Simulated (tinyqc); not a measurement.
Energy and delay of logic against supply voltage: optimum supplies against the slope factor.

One expression serves below and above threshold: I(Vg) = Ik [ln(1 + exp((Vg - VT + dd V)/(al nf Vt)))]^al, with I_on = I(V) and I_off = I(0). Gate delay td = kd C V/I_on, clock period LD td. Per gate and cycle the switching energy is act C V^2 and the leakage energy I_off V LD td. No short-circuit current, no variation. Minima are sought above 0.09 V; below a few Vt gates no longer switch and the model has no meaning.

V_min minimises the energy and V_EDP the product of energy and td.

Values chosen for this exercise; values of the order met in logic technologies: temperature T = 330 K; threshold voltage at zero drain bias VT = 0.37 V; barrier lowering per volt of supply dd = 0.03; specific current of a gate Ik = 0.91 uA; exponent of the current law al = 1.31; load capacitance of a gate C = 2 fF; delay factor kd = 1.1; logic depth LD = 16; activity factor act = 0.05.

Constants: q = 1.602176634e-19 C, kB = 1.380649e-23 J/K, Vt = kB T/q. Results are converted to the units shown.

Optimum supplies against the slope factor:
```
nf,V_min (V),energy at V_min (aJ),leakage share (%),clock at V_min (MHz),V_EDP (V),clock at V_EDP (GHz)
1,0.1912,5.212,29.90,0.3052,0.6375,0.5873
1.1,0.2102,6.324,30.12,0.8963,0.6373,0.5182
1.2,0.2292,7.565,30.53,2.160,0.6372,0.4622
1.3,0.2482,8.953,31.19,4.451,0.6372,0.4163
1.4,0.2671,10.52,32.18,8.074,0.6376,0.3784
1.5,0.2858,12.29,33.53,13.18,0.6388,0.3472
```

As nf goes from 1 to 1.5, V_min rises from 0.191 to 0.286 V, the energy there rises from 5.21 to 12.3 aJ, the clock there rises from 0.305 to 13.2 MHz and V_EDP stays near 0.638 V.

Numbers from tinyqc (`OMP_NUM_THREADS=1 python tinyqc.py 2082127 2082128 out.jsonl`; about 0.01 s on one thread of a shared Intel Xeon 2.30GHz).
